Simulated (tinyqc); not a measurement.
Longitudinal sound in a periodic multilayer: transfer matrices, stop bands and folded phonons: one step, computed by the program tinyqc.

Layers 1 and 2 repeat with period d = d_1 + d_2; waves travel normal to the layers, without loss. State vector (u, s): displacement u and stress divided by omega. Impedances Z = rho v are in 1e6 kg/(m^2 s).

Question. Transmission through N periods. A layer maps (u, s) by [[cos p, sin p/Z], [-Z sin p, cos p]], p = 2 pi f d_i/v_i; one period is M = M_2 M_1, and cos(q d) = trace(M)/2. For N periods A = M^N. A wave comes from a thick layer of material 1 and leaves into the substrate (Z_s): transmitted power T = 4 Z_1 Z_s/|Z_1 A_22 + Z_s A_11 - i (Z_1 Z_s A_12 - A_21)|^2, reflected power R = 1 - T.

Inputs (values chosen for the exercise, modelled on gallium nitride (layer 1), aluminium nitride (layer 2) and gallium arsenide (substrate)):
```
quantity,value,unit
velocity v_1,8000,m/s
thickness d_1,3.68,nm
velocity v_2,10800,m/s
thickness d_2,5.05,nm
periods N,3,-
frequency f,762,GHz
```

M:
```
,1,2
1,-0.5049826,-0.02314383
2,41.12521,-0.09545913
```

Z_2 = 35.748

Z_1 = 49.12

Z of the substrate = 24.5287

Give: A = M^N; transmitted power T; T in decibel.

Answer.

A = M^N:
```
,1,2
1,0.9234,0.01480
2,-26.30,0.6615
```

transmitted power T = 0.9662

T in decibel = -0.1493 dB

Caution: at these frequencies damping, strong in glasses, and rough interfaces, both left out here, can weaken the stop bands; layers only a few atoms thick are also beyond continuum acoustics.
